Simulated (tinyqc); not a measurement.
Inside a calculation: shallow donor in effective-mass theory, with valley-orbit splitting. Values are carried at full precision from step to step, so a last printed digit may differ when a step is redone from the rounded ones.

Constants: Ry = 13.60569312 eV; a0 (Bohr radius) = 0.5291772105 angstrom; hbar^2/2m0 = 3.80998211 eV angstrom^2; e^2/(4 pi eps0) = 14.39964547 eV angstrom.

Parameters, chosen for this exercise (near those of a group-V donor in Si; shifted at random, so the results belong to these values and not to a real crystal): ml = 0.95 m0 (longitudinal mass); mt = 0.184 m0 (transverse mass); eps = 11.2 (dielectric constant); a = 26.1 angstrom (trial radius across the axis); b = 10.9 angstrom (trial radius along the axis); E0 = -31.8 meV (single-valley level); D0 = 3.91 meV (central-cell shift); D1 = 2.13 meV (coupling of perpendicular valleys); D2 = 1.48 meV (coupling of opposite valleys); Ds = 38.7 meV (strain splitting: z valleys less the others).

## Hydrogen-like estimates

Ry* = Ry m/eps^2 and a* = a0 eps/m for four choices of one mass: mt, the conductivity mass 3/(1/ml + 2/mt), the density-of-states mass (ml mt^2)^(1/3), and ml.

Estimates:
```
mass,m (m0),Ry* (meV),a* (angstrom)
mt,0.1840,19.96,32.21
conductivity,0.2516,27.29,23.55
density of states,0.3180,34.49,18.64
ml,0.9500,103.04,6.24
```

## Energy of one trial function

One valley: H = -c [(d2/dx2 + d2/dy2)/mt + (d2/dz2)/ml] - q/(eps r), c = hbar^2/2m0, q = e^2/(4 pi eps0). Trial function exp(-sqrt((x^2 + y^2)/a^2 + z^2/b^2)) with a > b: T = (c/3)(2/(mt a^2) + 1/(ml b^2)), V = -(q/eps) atan(u/b)/u, u = sqrt(a^2 - b^2). The central cell of the impurity is left out.

Evaluate T, V and E. Scaling both radii by f changes T to T/f^2 and V to V/f, so the best factor is f = -2T/V, with energy -V^2/(4T).

T = 31.516 meV
V = -61.802 meV
E = -30.286 meV
best scale factor = 1.0199
energy after scaling = -30.298 meV

The virial ratio -V/T is 1.961; it is 2 at the best scale. Scaling gains 0.012 meV.

## Scan over the shape

For each ratio b/a = 0.2, 0.3, ..., 0.9 the best scale follows from a = -2 T1/V1, with T1 and V1 taken at a = 1 angstrom.

Scan:
```
b/a,a (angstrom),b (angstrom),E (meV)
0.2,52.56,10.51,-17.094
0.3,33.59,10.08,-25.401
0.4,27.25,10.90,-29.836
0.5,24.64,12.32,-31.550
0.6,23.51,14.11,-31.695
0.7,23.09,16.16,-31.008
0.8,23.05,18.44,-29.909
0.9,23.23,20.91,-28.628
```

The best listed ratio is 0.6; (mt/ml)^(1/2) = 0.44 and (mt/ml)^(1/3) = 0.58 are common guesses.

## The minimum

Minimise over a and b. The Mott estimate n_c = (0.25/a_m)^3 uses a_m = (a^2 b)^(1/3); 1/angstrom^3 = 1e24/cm^3.

a = 23.84 angstrom
b = 13.37 angstrom
E = -31.769 meV
a_m = 19.66 angstrom
n_c = 2.06 x 1e18/cm^3

b/a = 0.561. The binding energy is 1.592 times Ry*(mt). The central cell of a real donor shrinks the orbit and raises n_c (3.7 x 1e18/cm^3 for P in Si).

## The valley-orbit matrix

Basis: the 1s envelopes of the valleys +x, -x, +y, -y, +z, -z. Diagonal E0 - D0, element -D2 between opposite valleys and -D1 between perpendicular ones. Strain along [001] adds 2 Ds/3 to the z valleys and -Ds/3 to the others.

Fill it in with the strain.

H (meV), lower triangle:
```
,+x,-x,+y,-y,+z,-z
+x,-48.610
-x,-1.480,-48.610
+y,-2.130,-2.130,-48.610
-y,-2.130,-2.130,-1.480,-48.610
+z,-2.130,-2.130,-2.130,-2.130,-9.910
-z,-2.130,-2.130,-2.130,-2.130,-1.480,-9.910
```

## Levels and ground state

Diagonalise. For the lowest state give the amplitudes (positive) and (sum of amplitudes)^2/6, the contact density relative to no strain.

levels (meV): -55.179  -47.130  -47.130  -45.830  -10.561  -8.430

amplitudes: +x 0.4953, -x 0.4953, +y 0.4953, -y 0.4953, +z 0.0964, -z 0.0964

relative contact density = 0.7878

The z valleys hold 1.9 % of the ground state, against 33.3 % without strain.

## Checks

- Energy from 21 anisotropic Gaussians against the two-parameter function, meV: -31.81 against -31.77.
- Unstrained levels against E0 - D0 - 4 D1 - D2 (A1), E0 - D0 + D2 (T2, threefold) and E0 - D0 + 2 D1 - D2 (E, twofold): they agree to 1e-10 or better.

(tinyqc, `OMP_NUM_THREADS=1 python tinyqc.py 1280410 1280411 out.jsonl`, Intel(R) Xeon(R) Processor @ 2.30GHz, 1 thread, shared host, about 0.01 s.)
